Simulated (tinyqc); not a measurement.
Inside a calculation. Model: p-type polysilicon, carrier trapping at grain boundaries.

tinyqc, about 0.01 s, one thread, Intel Xeon 2.30GHz (shared host): `OMP_NUM_THREADS=1 python tinyqc.py 2830121 2830122 out.jsonl` Printed values are rounded.

One-dimensional grains of size Lg, uniform ionised doping N, monovalent traps Qt at each boundary at a depth Et below (for electrons) or above (for holes) the band edge there, abrupt depletion of width W on each side of a boundary, Boltzmann statistics. xi is the distance from the band edge at the grain centre to the Fermi level. Trapped charge Qt/(1 + exp((xi + VB - Et)/Vt)) = 2 N W, barrier VB = q N W^2/(2 eps0 eps_r).

Values chosen for this exercise; values of the order met in polycrystalline silicon:
- T = 300 K (temperature)
- eps_r = 11.7 (relative permittivity)
- NB = 2.65e19 cm^-3 (valence-band density of states at T)
- Lg = 260 nm (grain size)
- Qt = 5.7e11 cm^-2 (trap density of a grain boundary)
- Et = 0.32 eV (depth of the trap level from the majority band edge at the boundary)
- ms = 0.31 m0 (mass for thermionic emission)
- fe = 0.12 (correction factor of the emission rate)
- mug = 210 cm^2/(V s) (mobility inside the grains)
- N = 9.6e16 cm^-3 (doping)

Constants: q = 1.602176634e-19 C, kB = 1.380649e-23 J/K, m0 = 9.1093837015e-31 kg, Vt = kB T/q, eps0 = 8.8541878128e-14 F/cm where lengths are in cm. Results are converted to the units shown.

## Starting value

W = 18 nm.

W at the start = 18 nm

## Iteration 1: new W

Partly depleted grain, xi = Vt ln(NB/N): f = 1/(1 + exp((xi + VB - Et)/Vt)), g = Qt f - 2 N W, g' = -2 Qt f (1 - f) VB/(W Vt) - 2 N, W(new) = W - g/g'.

VB = 0.02405260 V
f = 0.9970624
g = 2.227255e11 cm^-2
g' = -1.937259e10 cm^-2/nm
W after iteration 1 = 29.49694 nm

## Iteration 2: new W

As before.

VB = 0.06459085 V
f = 0.9860622
g = -4.285798e9 cm^-2
g' = -2.052710e10 cm^-2/nm
W after iteration 2 = 29.28815 nm

## Course of the iteration

Stop when the step is below 1e-10 nm, or after 40 iterations.

Course of the iteration:
```
iteration,W before the step (nm),step (nm)
1,18,11.5
2,29.49694,-0.209
3,29.28815,-2.76e-4
4,29.28788,-4.70e-10
5,29.28788,0
```

Converged in 5 iterations.

## Depletion width, Fermi level and barrier

If the trap equation with xi = Vt ln(NB/N) has a root W < Lg/2, the grain is partly depleted; otherwise W = Lg/2 and the trap equation gives xi = Et - VB + Vt ln(Qt/(N Lg) - 1). N* = Qt/Lg.

N* = 2.192308e16 cm^-3
W = 29.28788 nm
xi = 0.1453025 V
VB = 0.06367850 V
share of traps filled = 0.9865390

N is 4.38 N*, and the grain is partly depleted; VB = 2.46 Vt.

## Resistivity and effective mobility

n0 = NB exp(-xi/Vt); mean density n0 (1 - 2 W/Lg) by charge balance in a partly depleted grain, and n0 (sqrt(pi)/2) erf(u)/u with u = sqrt(VB/Vt) in a fully depleted one; v = sqrt(kB T/(2 pi ms m0)); barrier resistivity Vt exp(VB/Vt)/(q fe n0 v Lg); grain resistivity (1 - 2 W/Lg)/(q n0 mug); effective mobility 1/(q mean density total resistivity).

n0 = 9.6e16 cm^-3
mean density = 7.437203e16 cm^-3
v = 4.831556e6 cm/s
barrier resistivity = 1.309250 ohm cm
grain resistivity = 0.2398488 ohm cm
resistivity = 1.549099 ohm cm
effective mobility = 54.17524 cm^2/(V s)

The resistivity is 5.00 times that of a single crystal with the same N and mobility mug, and the mean density is 77.5 % of N.
